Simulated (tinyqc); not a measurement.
Self-heating of a transistor with one or more fingers, with temperature-dependent conductivity. Changing the power per gate width P. Computed by tinyqc, a small Python program. Command: `OMP_NUM_THREADS=1 python tinyqc.py 3031947 3031948 out.jsonl selfheat sweep`. One thread of a shared host (Intel(R) Xeon(R) Processor @ 2.30GHz), about 0.1 s of CPU time with the checks.

N long parallel fingers lie on the top face of a slab whose bottom is held at T_0; the top is otherwise insulated, and heat flows in two dimensions. P in W/mm is 1000 P in W/m.

Inputs (values chosen for the exercise, modelled on gallium nitride):

| quantity | value | unit |
|---|---|---|
| conductivity at the base temperature kappa_0 | 168 | W/(m K) |
| exponent m in kappa ~ T^-m | 1.36 | - |
| base temperature T_0 | 323 | K |
| fingers N | 2 | - |
| finger pitch s | 58 | micrometre |
| width of the heat source w | 0.74 | micrometre |
| substrate thickness t | 63 | micrometre |

Power: fixed power.

Method:
- A line source of power P on the top face raises the top at distance x by (P/(pi kappa_0)) g(x), g(x) = -ln tanh(pi x/(4 t)) (the image sum for the slab). On a strip of width w the centre sees the mean of g over the strip, g_0 = 1 + ln(8 t/(pi w)) for w much below t.
- theta_i = (P/(pi kappa_0)) [g_0 + sum over j != i of g(|i - j| s)], with equal powers and constant conductivity; thermal resistance = largest theta/P.
- Kirchhoff transformation for kappa = kappa_0 (T/T_0)^-m: T = T_0 [1 - (m - 1) theta/T_0]^(-1/(m - 1)), where theta is the linear rise.
- The bracket vanishes at the power P T_0/((m - 1) theta).

One run for each value:

| power per gate width P (W/mm) | true rise (K) | true rise / linear rise | largest theta (K) | peak temperature (K) |
|---|---|---|---|---|
| 0.15 | 1.957 | 1.0041 | 1.949 | 324.96 |
| 0.23 | 3.008 | 1.0063 | 2.989 | 326.01 |
| 0.34 | 4.460 | 1.0094 | 4.419 | 327.46 |
| 0.50 | 6.588 | 1.0138 | 6.498 | 329.59 |
| 0.75 | 9.950 | 1.0209 | 9.747 | 332.95 |
| 1.10 | 14.737 | 1.0309 | 14.295 | 337.74 |
| 1.70 | 23.162 | 1.0484 | 22.093 | 346.16 |
| 3.70 | 53.401 | 1.1106 | 48.084 | 376.40 |

Give the missing row, power per gate width P (W/mm) = 2.50.

Computed row:
```
power per gate width P (W/mm)  true rise (K)  true rise / linear rise  largest theta (K)  peak temperature (K)
2.50                                  34.846                   1.0726             32.489                357.85
```

Interpolating between the two neighbouring rows (the first column on a logarithmic scale, the others too where they are positive) misses most in peak temperature (K), by 0.84 %. Over the rows, true rise (K) rises from 1.96 to 53.4 (exponent d ln y / d ln x 1.0 between the first rows and 1.1 between the last); true rise / linear rise rises from 1.00 to 1.11 (exponent d ln y / d ln x 0.0051 between the first rows and 0.089 between the last); largest theta (K) rises from 1.95 to 48.1 (exponent d ln y / d ln x about 1.00 throughout). At the low end the exponent of true rise is 1.01, close to 1: the linear regime. The hot zone conducts worse, so the rise outgrows the power: the ratio to the linear rise reaches 1.11 in the last row.

Extremes, crossings and ranges named in words are read from the listed rows.
